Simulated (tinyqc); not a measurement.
From results back to parameters: band gaps under pressure and temperature from deformation potentials. Three cases, with inputs chosen for the exercise.

Problem. A gap moves by a ln(V/V0) with V/V0 = (1 + Bp P/B0)^(-1/Bp). B0 and the shifts at two pressures are given.

Case 1.

Values chosen (out of a larger set: near those of Si, the X and L potentials typical of such crystals; not measured data): P12 = (1.5, 2) GPa (two pressures).

B0 = 98.7333 GPa

shifts at the two pressures (eV): 0.1828860  0.2414666

Case 2.

Values chosen (out of a larger set: near those of AlAs, the X and L potentials typical of such crystals; not measured data): P12 = (1.5, 5) GPa (two pressures).

B0 = 75.9667 GPa

shifts at the two pressures (eV): 0.1534906  0.4703828

Case 3.

Values chosen (out of a larger set: near those of GaAs, the X and L potentials typical of such crystals; not measured data): P12 = (6, 10) GPa (two pressures).

B0 = 77.5333 GPa

shifts at the two pressures (eV): 0.5700196  0.8790702

Find: ratio of the shifts; Bp; a.

Solution. The ratio of the shifts, ln(1 + Bp P2/B0)/ln(1 + Bp P1/B0), falls steadily from P2/P1 as Bp grows and so fixes Bp; then a = -shift x Bp/ln(1 + Bp P/B0).

Case 1.

ratio of the shifts = 1.3203
Bp = 4.11
a = -12.41 eV

Case 2.

ratio of the shifts = 3.0646
Bp = 4.18
a = -8.09 eV

Case 3.

ratio of the shifts = 1.5422
Bp = 4.02
a = -8.46 eV

Computed by tinyqc, one run a case: `OMP_NUM_THREADS=1 python tinyqc.py N N+1 out.jsonl` with N = 1050299, 1050310, 1050311; one thread of a shared Intel(R) Xeon(R) Processor @ 2.30GHz, about 0.01 s a run at most.
